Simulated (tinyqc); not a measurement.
# Worked calculation: read current of a NAND string, cells in series solved by shooting

Program tinyqc, `OMP_NUM_THREADS=1 python tinyqc.py 2142093 2142094 out.jsonl`; Intel Xeon 2.30GHz, shared host, one thread, about 0.4 s. Printed values are rounded.

Cells in series, numbered from 0 at the source line (0 V) to the bit line, each followed by a gap resistance Rg. A cell with gate Vg, threshold VT, source Vs and drain Vd passes I = 2 nf K Vt^2 [F(Vs) - F(Vd)]/(1 + th max(Vg - VT, 0)), F(V) = ln^2(1 + exp((Vg - VT - nf V)/(2 nf Vt))). The selected cell has Vg = Vr, the others Vg = Vp.

Inputs (values chosen for the exercise); values of the order met in vertical NAND strings: temperature T = 300 K; gain factor of a cell K = 18 uA/V^2; slope factor nf = 2.1; mobility reduction factor th = 0.17 1/V; resistance of the gap between cells Rg = 15 kohm; bit-line voltage Vbl = 0.3 V; pass voltage Vp = 6 V; read voltage on the selected word line Vr = 2.87 V.

Constants: q = 1.602176634e-19 C, kB = 1.380649e-23 J/K, Vt = kB T/q. Results are converted to the units shown.

## Step 1: node voltages for a trial current

first trial current = 0.8 uA
thresholds from the source end, cell 0 to 5 (V): -2.2  -2.2  3.1  1.3  3.1  -2.2

For a trial current I start at 0 V and, cell by cell (the selected one is cell 3), solve for the drain: sqrt(F(Vd)) = sqrt(F(Vs) - I/k), k = 2 nf K Vt^2/(1 + th max(Vg - VT, 0)), Vd = [Vg - VT - 2 nf Vt ln(exp(sqrt F) - 1)]/nf, then add I Rg.

node voltage after each cell and gap, trial 1, cell 0 to 5 (V): 0.0249972  0.0500785  0.0860364  0.139888  0.177615  0.203234

## Step 2: node voltages for a trial current

second trial current = 1.1 uA

As before.

node voltage after each cell and gap, trial 2, cell 0 to 5 (V): 0.0343824  0.0689244  0.118968  0.197138  0.250927  0.286543

## Course of the secant iteration

Secant steps on the end voltage less Vbl, from the two trials; a trial above the saturation current of a cell has no solution and is moved halfway to the previous trial. Stop below 1e-9 V.

Course of the iteration:
```
iteration   I (uA)  end voltage - Vbl (V)  halvings
1          1.14846                4.83e-4         0
2          1.14678               -2.48e-6         0
3          1.14679              -4.59e-10         0
```

Converged in 3 iterations to I = 1.1468 uA. The selected cell takes 21.7 % of the bit-line voltage and the gaps together 34.4 %.
